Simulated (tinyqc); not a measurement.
# Worked calculation: resistance of a tapered via with liner, size effect and interface

Computed by the program tinyqc: `OMP_NUM_THREADS=1 python tinyqc.py 2750172 2750173 out.jsonl`, one thread of a shared Intel Xeon 2.30GHz, about 0.01 s for the whole run. Printed values are rounded.

A round via whose diameter grows from db at the bottom as D(z) = db + 2 z/tan(ang). The fill, of diameter D - 2 tl, starts above the bottom liner (thickness fb tl) and has rho = rho0 (1 + ks lam/(D - 2 tl)); the sidewall liner conducts in parallel with it. The bottom liner and the interface are crossed over the full area pi db^2/4. Spreading in the lines above and below is left out.

Parameters, values chosen for the exercise; fill metal close to tungsten: diameter at the bottom db = 23 nm; height hv = 37 nm; sidewall angle ang = 87 degrees; bulk resistivity of the fill rho0 = 5.38 uohm cm; mean free path of the fill lam = 15.8 nm; size-effect factor ks = 0.9; liner on the sidewall tl = 2 nm; liner at the bottom over that on the sidewall fb = 0.5; resistivity of the liner rl = 270 uohm cm; interface resistivity at the bottom ri = 4.4e-12 ohm cm^2; ballistic conductance per area, about 3/(4 rho0 lam) Sb = 9.1e14 S/m^2.

## Slices of the via

Slices between z0 = fb tl and hv, evaluated at their midpoints: conductance per length pi/4 [(D - 2 tl)^2/rho + (D^2 - (D - 2 tl)^2)/rl], slice resistance = slice height over that. 10 slices.

| slice | z (nm) | D (nm) | rho (uohm cm) | slice resistance (ohm) |
|---|---|---|---|---|
| 0 | 2.8 | 23.2935 | 9.34526 | 1.13281 |
| 1 | 6.4 | 23.6708 | 9.26919 | 1.08139 |
| 2 | 10 | 24.0482 | 9.19599 | 1.03328 |
| 3 | 13.6 | 24.4255 | 9.12550 | 0.988229 |
| 4 | 17.2 | 24.8028 | 9.05756 | 0.945977 |
| 5 | 20.8 | 25.1802 | 8.99204 | 0.906304 |
| 6 | 24.4 | 25.5575 | 8.92882 | 0.869009 |
| 7 | 28 | 25.9348 | 8.86777 | 0.833908 |
| 8 | 31.6 | 26.3122 | 8.80878 | 0.800837 |
| 9 | 35.2 | 26.6895 | 8.75176 | 0.769645 |

## Total resistance

R_fill = sum of the slices; R_bottom = rl fb tl/(pi db^2/4); R_interface = ri/(pi db^2/4); ballistic (Sharvin) limit 1/(Sb pi (db - 2 tl)^2/4); ideal cylinder rho0 hv/(pi db^2/4).

parts (ohm): fill 9.36139, bottom liner 6.49858, interface 1.05903
R = 16.9190 ohm
shares (%): fill 55.3307, bottom liner 38.4100, interface 6.2594
ballistic limit = 3.87580 ohm
ideal cylinder = 4.79114 ohm

The fill is the largest part, and R is 3.53 times the ideal cylinder. With 2000 slices R = 16.920 ohm.
